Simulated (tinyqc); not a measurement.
Worked calculation: six-band Luttinger-Kohn model with strain. Values are carried at full precision from step to step, so a last printed digit may differ when a step is redone from the rounded ones.

Constants: hbar^2/2m0 = 3.80998211 eV angstrom^2.

Inputs chosen for the exercise (near those of Si; the results hold for these values, not for the real material): C11 = 167.1 GPa; C12 = 65.4 GPa; C44 = 79.1 GPa; load = uniaxial [111] (kind of stress); X = -2.41 GPa (stress); Dso = 0.043 eV (spin-orbit splitting); g1 = 4.29 (Luttinger gamma1); g2 = 0.34 (gamma2); g3 = 1.45 (gamma3); av = 2.42 eV (valence hydrostatic potential); b = -2.16 eV (tetragonal shear potential); d = -4.94 eV (trigonal shear potential); k = (-0.048, 0.044, 0.002) 1/angstrom (wave vector); kmax = 0.1 1/angstrom (end of the path).

## Strain from a uniaxial [111] stress

s11 = (C11 + C12)/((C11 - C12)(C11 + 2 C12)), s12 = -C12/((C11 - C12)(C11 + 2 C12)), s44 = 1/C44; exx = s11 sxx + s12 (syy + szz) and cyclic, exy = s44 sxy/2; tension is positive. A uniaxial stress X along the unit vector n is s_ij = X n_i n_j.

s11, s12, s44 (1/TPa): 7.6742  -2.1587  12.6422

strain tensor:
```
           x          y          z
x  -0.002697  -0.005078  -0.005078
y  -0.005078  -0.002697  -0.005078
z  -0.005078  -0.005078  -0.002697
```

The volume changes by -0.809 %; there is shear in the cubic axes, so d enters.

## The terms P, Q, R, S at one k

P = c g1 k^2 - av tr(e); Q = c g2 (kx^2 + ky^2 - 2 kz^2) - (b/2)(exx + eyy - 2 ezz); R = c sqrt3 [-g2 (kx^2 - ky^2) + 2i g3 kx ky] + (sqrt3/2) b (exx - eyy) - i d exy; S = 2 c sqrt3 g3 (kx - i ky) kz - d (exz - i eyz); c = hbar^2/2m0, e the strain tensor (not engineering shear).

Form the four terms.

Terms (eV):
```
term             from k        from strain
P               0.06937            0.01958
Q               0.00548            0.00000
R     -0.00083-0.04042i          -0.02509i
S     -0.00184-0.00168i  -0.02509+0.02509i
```

## The Hamiltonian

Six-band Luttinger-Kohn model in the basis |3/2,3/2>, |3/2,1/2>, |3/2,-1/2>, |3/2,-3/2>, |1/2,1/2>, |1/2,-1/2>, electron energies, zero at the top of the unstrained valence band. H = -[rows: (P+Q, -S, R, 0, -S/r2, r2 R); (-S*, P-Q, 0, R, -r2 Q, r32 S); (R*, 0, P-Q, S, r32 S*, r2 Q); (0, R*, S*, P+Q, -r2 R*, -S*/r2); (-S*/r2, -r2 Q, r32 S, -r2 R, P+Dso, 0); (r2 R*, r32 S*, r2 Q, -S/r2, 0, P+Dso)], r2 = sqrt(2), r32 = sqrt(3/2). Levels are twofold.

Each term is the sum of its two parts.

H(k) (eV), lower triangle (Hermitian):
```
                  3/2,3/2         3/2,1/2        3/2,-1/2         3/2,-3/2  1/2,1/2  1/2,-1/2
3/2,3/2           -0.0944
3/2,1/2   -0.0269-0.0234i         -0.0835
3/2,-1/2   0.0008-0.0655i               0         -0.0835
3/2,-3/2                0  0.0008-0.0655i  0.0269+0.0234i          -0.0944
1/2,1/2   -0.0190-0.0165i          0.0078  0.0330-0.0287i  -0.0012-0.0926i  -0.1319
1/2,-1/2   0.0012-0.0926i  0.0330+0.0287i         -0.0078  -0.0190+0.0165i        0   -0.1319
```

## Levels and their make-up

Diagonalise H. The weights add +m and -m and are averaged over each pair; m is taken along z.

levels from the top, each twofold (eV): 0.0366  -0.1210  -0.2254

weights:
```
               top  second  third
|3/2,+-3/2>  0.442   0.145  0.413
|3/2,+-1/2>  0.311   0.578  0.111
|1/2,+-1/2>  0.246   0.278  0.476
```

The top pair is 44 % |3/2,+-3/2>, the second pair is 58 % |3/2,+-1/2> and the third pair is 48 % |1/2,+-1/2>.

## Band edges at k = 0
Diagonalise H at k = 0. The weights add +m and -m (m along z) and are averaged over each pair.

edges from the top (eV): 0.0558  -0.0630  -0.0945

weights at k = 0:
```
               top  second  third
|3/2,+-3/2>  0.394   0.500  0.106
|3/2,+-1/2>  0.394   0.500  0.106
|1/2,+-1/2>  0.212   0.000  0.788
```

The stress splits the top two pairs by 118.8 meV, 4.60 times kT at 300 K (25.85 meV); the third lies 150.3 meV below the top, against Dso = 43 meV without stress.

## Hole masses at the edges

Curvature at k = 0: m/m0 = -2 c h^2/(E(h u) + E(-h u) - 2 E(0)) with h = 0.0002 1/angstrom along the unit vector u.

Hole masses (m0):
```
direction    top  second  third
[110]      0.141   0.352  0.342
[1-10]     0.680   0.174  0.177
[100]      0.233   0.233  0.233
[001]      0.233   0.233  0.233
```

Of the directions listed, the top pair is lightest along [110] (0.141) and heaviest along [1-10] (0.680). These masses hold only for hole energies well below the splitting of 119 meV.

## Bands along [110] and [001]

Six points from 0 to kmax in each direction.

Levels (eV):
```
direction  |k| (1/angstrom)      top   second    third  top, no stress  second, no stress
[110]                 0.000   0.0558  -0.0630  -0.0945          0.0000             0.0000
[110]                 0.020   0.0451  -0.0669  -0.0995         -0.0025            -0.0099
[110]                 0.040   0.0145  -0.0745  -0.1202         -0.0079            -0.0337
[110]                 0.060  -0.0304  -0.0815  -0.1664         -0.0132            -0.0638
[110]                 0.080  -0.0725  -0.0990  -0.2440         -0.0181            -0.1027
[110]                 0.100  -0.0845  -0.1524  -0.3552         -0.0229            -0.1523
[001]                 0.000   0.0558  -0.0630  -0.0945          0.0000             0.0000
[001]                 0.020   0.0493  -0.0695  -0.1011         -0.0055            -0.0075
[001]                 0.040   0.0299  -0.0887  -0.1213         -0.0220            -0.0294
[001]                 0.060  -0.0019  -0.1197  -0.1567         -0.0495            -0.0636
[001]                 0.080  -0.0452  -0.1611  -0.2092         -0.0880            -0.1075
[001]                 0.100  -0.0996  -0.2127  -0.2798         -0.1375            -0.1603
```

## Checks

- Levels against the same model in the basis X, Y, Z times spin: they agree to 1e-10 or better.

Program tinyqc; command `OMP_NUM_THREADS=1 python tinyqc.py 1051177 1051178 out.jsonl`; about 0.07 s on one thread of a shared Intel(R) Xeon(R) Processor @ 2.30GHz.
